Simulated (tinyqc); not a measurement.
Frequency dispersion of an accumulation capacitance by border traps, distributed model: two steps of the calculation.

Traps spread evenly through the insulator exchange electrons with the semiconductor by tunnelling, with tau(x) = t0 exp(2 ka x) at depth x from the interface. The admittance per area Y seen at depth x obeys dY/dx = -Y^2/(i w eps0 eox) + q Nb ln(1 + i w tau)/tau, with Y(0) = i w Cs and w = 2 pi f; the gate sees Y(tox) = G + i w C. Working variable y = Y/(i w), in uF/cm^2. Cox = eps0 eox/tox.

Inputs (values chosen for the exercise); permittivity close to that of aluminium oxide:
- eox = 8.68 (relative permittivity of the insulator)
- tox = 4.4 nm (insulator thickness)
- Cs = 7.5 uF/cm^2 (semiconductor capacitance in accumulation)
- Nb = 2.1e19 cm^-3 eV^-1 (density of border traps)
- ka = 4.2 1/nm (decay constant of the wave function in the insulator)
- t0 = 5e-10 s (time constant of a trap at the interface)
- f = 1000 Hz (frequency)
- xe = 2.1 nm (depth down to which the steps are taken)

Constants: q = 1.602176634e-19 C, eps0 = 8.8541878128e-14 F/cm where lengths are in cm. Results are converted to the units shown.

Task 1. Scales and lumped estimate. Cox; trap-free value 1/(1/Cox + 1/Cs); response depth d = ln(1/(w t0))/(2 ka), where w tau = 1; lumped estimate: all traps within d act as C_bt = q Nb d placed at d/2, so C = 1/{1/[1/(1/Cs + d/(2 eps0 eox)) + C_bt] + (tox - d/2)/(eps0 eox)}.

Find: Cox; trap-free C; d; C_bt; lumped C.

Result 1.

Cox = 1.747 uF/cm^2
trap-free C = 1.417 uF/cm^2
d = 1.508 nm
C_bt = 0.5075 uF/cm^2
lumped C = 1.467 uF/cm^2

The traps within reach amount to 0.0677 Cs and lie in the first 34.3 % of the insulator.

Task 2. Midpoint steps through the active depth. In terms of y: dy/dx = -y^2/(eps0 eox) + s(x), s = q Nb ln(1 + z)/z, z = i w tau. 11 midpoint steps of h = xe/11: y_half = y + (h/2) y'(x, y), y(new) = y + h y'(x + h/2, y_half).

Give: x; s; y.

Result 2.

x, point 0 to 11 (nm): [0, 0.19091, 0.38182, 0.57273, 0.76364, 0.95455, 1.1455, 1.3364, 1.5273, 1.7182, 1.9091, 2.1000]
s, point 0 to 11 (uF/(cm^2 nm)): [0.33646+0.00000i, 0.33646+0.00000i, 0.33646-0.00001i, 0.33646-0.00006i, 0.33646-0.00032i, 0.33645-0.00160i, 0.33621-0.00797i, 0.33043-0.03858i, 0.24820-0.12406i, 0.08093-0.10263i, 0.01785-0.03912i, 0.00366-0.01162i]
y, point 0 to 11 (uF/cm^2): [7.5000+0.0000i, 6.4043+0.0000i, 5.5959+0.0000i, 4.9783+0.0000i, 4.4932+0.0000i, 4.1036-0.0002i, 3.7848-0.0008i, 3.5199-0.0039i, 3.2923-0.0176i, 3.0705-0.0384i, 2.8601-0.0445i, 2.6725-0.0424i]

Program tinyqc, `OMP_NUM_THREADS=1 python tinyqc.py 2202037 2202038 out.jsonl`; Intel Xeon 2.30GHz, shared host, one thread, about 0.5 s.
